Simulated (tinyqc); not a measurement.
From results back to parameters: heavy doping: gap narrowing, degeneracy and the minority density. Four cases, with inputs chosen for the exercise.

Problem. The minority density was computed from a hidden true narrowing dEg.

F_j(eta) = (1/Gamma(j + 1)) integral_0^infinity x^j dx/(1 + exp(x - eta)), which tends to exp(eta) for eta << 0.

Majority: N = Nc F_1/2(eta), eta the distance of EF beyond the majority band edge in kT. Degeneracy factor gam = F_1/2(eta)/exp(eta). ni0^2 = Nc Nv exp(-Eg/kT); product n p = ni0^2 gam exp(dEg/kT), dEg the true narrowing; apparent narrowing dEa = dEg + kT ln gam; minority density = n p/N.

Constants: kB = 8.617333262e-05 eV/K.

Find: dEa; gam; dEg.

Method. dEa = kT ln(minority x N/ni0^2); gam follows from N alone, and dEg = dEa - kT ln gam.

Case 1.

Values chosen (gap and densities of states near those of Si at this temperature; narrowing constants near the fits for Si; not measured data): N = 1e+18 1/cm^3 (ionised donors, equal to the majority density); Eg = 1.133 eV (gap); Nc = 2.13e+19 1/cm^3 (conduction-band density of states); Nv = 8.52e+18 1/cm^3 (valence-band density of states); T = 250 K.

minority density = 0.0104030 1/cm^3

Solution.

dEa = 29.69 meV
gam = 0.9835
dEg = 30.05 meV

Case 2.

Values chosen (gap and densities of states near those of Si at this temperature; narrowing constants near the fits for Si; not measured data): N = 2.3e+19 1/cm^3 (ionised donors, equal to the majority density); Eg = 1.084 eV (gap); Nc = 4.16e+19 1/cm^3 (conduction-band density of states); Nv = 1.73e+19 1/cm^3 (valence-band density of states); T = 400 K.

minority density = 4.02527e+06 1/cm^3

Solution.

dEa = 60.89 meV
gam = 0.8237
dEg = 67.58 meV

Case 3.

Values chosen (gap and densities of states near those of Si at this temperature; narrowing constants near the fits for Si; not measured data): N = 3.3e+18 1/cm^3 (ionised donors, equal to the majority density); Eg = 1.122 eV (gap); Nc = 2.75e+19 1/cm^3 (conduction-band density of states); Nv = 1.15e+19 1/cm^3 (valence-band density of states); T = 300 K.

minority density = 120.173 1/cm^3

Solution.

dEa = 56.38 meV
gam = 0.9585
dEg = 57.47 meV

Case 4.

Values chosen (gap and densities of states near those of Si at this temperature; narrowing constants near the fits for Si; not measured data): N = 5.7e+18 1/cm^3 (ionised donors, equal to the majority density); Eg = 1.126 eV (gap); Nc = 2.73e+19 1/cm^3 (conduction-band density of states); Nv = 1.15e+19 1/cm^3 (valence-band density of states); T = 300 K.

minority density = 46.3851 1/cm^3

Solution.

dEa = 50.08 meV
gam = 0.9290
dEg = 51.99 meV

Computed by tinyqc, one run a case: `OMP_NUM_THREADS=1 python tinyqc.py N N+1 out.jsonl` with N = 1650539, 1650640, 1650641, 1650808; one thread of a shared Intel(R) Xeon(R) Processor @ 2.30GHz, about 0.01 s a run at most.
